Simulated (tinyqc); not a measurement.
# p-n diode with diffusion and depletion-layer recombination: effects of single changes

Abrupt junction in the depletion approximation, low injection, full ionisation, neutral widths fixed, ohmic contact on the p side. Vj is the junction voltage; where a series resistance Rs is given, V = Vj + J Rs is the terminal voltage.

Parameters, values chosen for the exercise; band and dielectric values close to those of silicon:
- T = 300 K (temperature)
- Eg = 1.1 eV (band gap)
- eps_r = 11.5 (relative permittivity)
- Nc = 2.81e19 cm^-3 (conduction-band density of states at T)
- Nv = 2.63e19 cm^-3 (valence-band density of states at T)
- Na = 1.3e18 cm^-3 (acceptor density)
- Nd = 1.2e16 cm^-3 (donor density)
- mun = 250 cm^2/(V s) (electron mobility in the p side)
- mup = 420 cm^2/(V s) (hole mobility in the n side)
- tn = 7e-7 s (electron lifetime)
- tp = 2e-9 s (hole lifetime)
- wp = 1.3 um (neutral width of the p side)
- wn = 2.8 um (neutral width of the n side)
- Sp = 1e5 cm/s (recombination velocity at the n contact)
- Rs = 0.00052 ohm cm^2 (series resistance)
- Et = 0 eV (trap level above the intrinsic level)
- Vj = 0.31 V (junction voltage at which recombination is evaluated)

Constants: q = 1.602176634e-19 C, kB = 1.380649e-23 J/K, Vt = kB T/q, eps0 = 8.8541878128e-14 F/cm where lengths are in cm. Results are converted to the units shown.

Each table varies one quantity; the others keep the values above.

## Currents and ideality against junction voltage

ni = sqrt(Nc Nv) exp(-Eg/(2 Vt)), Eg in volts; D = mu Vt; Ln = sqrt(Dn tn), Lp = sqrt(Dp tp); J0n = q ni^2 Dn coth(wp/Ln)/(Ln Na); J0p = (q ni^2 Dp/(Lp Nd)) (s + tanh(wn/Lp))/(1 + s tanh(wn/Lp)), s = Sp Lp/Dp. J_diff = (J0n + J0p)(exp(Vj/Vt) - 1). Vbi = Vt ln(Na Nd/ni^2), W = sqrt(2 eps0 eps_r (Vbi - Vj)(1/Na + 1/Nd)/q), xp = W Nd/(Na + Nd), xn = W Na/(Na + Nd); u(x) = q Na (x + xp)^2/(2 eps0 eps_r) for x < 0 and Vbi - Vj - q Nd (xn - x)^2/(2 eps0 eps_r) for x > 0; p = Na exp(-u/Vt), n = Nd exp((u - Vbi + Vj)/Vt); U = ni^2 (exp(Vj/Vt) - 1)/(tp (n + ni exp(Et/Vt)) + tn (p + ni exp(-Et/Vt))); J_scr = q times the integral of U from -xp to xn. J = J_diff + J_scr. Ideality = (1/Vt) dVj/d ln J or (1/Vt) dV/d ln J; last column ni^2 exp(Vj/Vt)/N^2.

Currents and ideality against junction voltage:
columns A: Vj (V); B: J_diff (A/cm^2); C: J_scr (A/cm^2); D: J (A/cm^2); E: V (V); F: ideality against Vj; G: ideality against V; H: minority/doping, lighter side
```
A            B         C         D       E      F      G         H
0.21  8.236e-7  5.843e-6  6.667e-6  0.2100  1.567  1.567  5.741e-9
0.26  5.699e-6  1.782e-5  2.352e-5  0.2600  1.484  1.484  3.971e-8
0.32  5.804e-5  6.679e-5  1.248e-4  0.3200  1.297  1.297  4.045e-7
0.38  5.912e-4  2.558e-4  8.470e-4  0.3800  1.143  1.143  4.119e-6
0.43  0.004089  8.033e-4  0.004893  0.4300  1.071  1.071  2.850e-5
0.49   0.04165  0.003098   0.04475  0.4900  1.032  1.033  2.902e-4
0.55    0.4242  0.008588    0.4328  0.5502  1.014  1.023  0.002956
0.6      2.935   0.01181     2.946  0.6015  1.004  1.063   0.02045
0.66     29.89   0.01263     29.90  0.6755  1.000  1.602    0.2083
```

What does the comparison show?

The ideality against Vj falls from 1.57 to 1.00. Diffusion overtakes recombination in the layer between Vj = 0.32 and 0.38 V. J_scr alone has an ideality of 1.73 between the first two rows and 34.4 between the last two. From Vj = 0.66 V the series resistance raises the terminal ideality by over a tenth; there J Rs = 0.60 Vt. Rows from Vj = 0.66 V on lie beyond low injection.

## Effect of the recombination velocity at the n contact

Same model as above.

J = J_diff + J_scr.

The same in every row: J0n (A/cm^2) = 1.504e-12; J_scr (A/cm^2) = 5.355e-5; wn/Lp = 1.900.

Effect of the recombination velocity at the n contact:
```
Sp (cm/s)  J0p (A/cm^2)  J_diff (A/cm^2)  J_scr/J (%)
1             2.306e-10         3.746e-5        58.84
10            2.306e-10         3.746e-5        58.84
100           2.307e-10         3.746e-5        58.84
1000          2.309e-10         3.750e-5        58.81
10000         2.331e-10         3.786e-5        58.59
1e5           2.428e-10         3.942e-5        57.60
1e6           2.507e-10         4.069e-5        56.82
1e7           2.521e-10         4.091e-5        56.69
```

Read the table: what changes, and by how much?

As Sp goes from 1 to 1e7, J0p rises from 2.31e-10 to 2.52e-10 A/cm^2, J_scr stays at 5.36e-5 A/cm^2 and its share falls from 58.8 to 56.7 %. J0p crosses its long-base value at Sp = Dp/Lp = 73700 cm/s; with wn/Lp = 1.9 the contact changes it by a factor of 1.09 over the table.

tinyqc, about 0.01 s, one thread, Intel Xeon 2.30GHz (shared host): `OMP_NUM_THREADS=1 python tinyqc.py 2260068 2260069 out.jsonl`
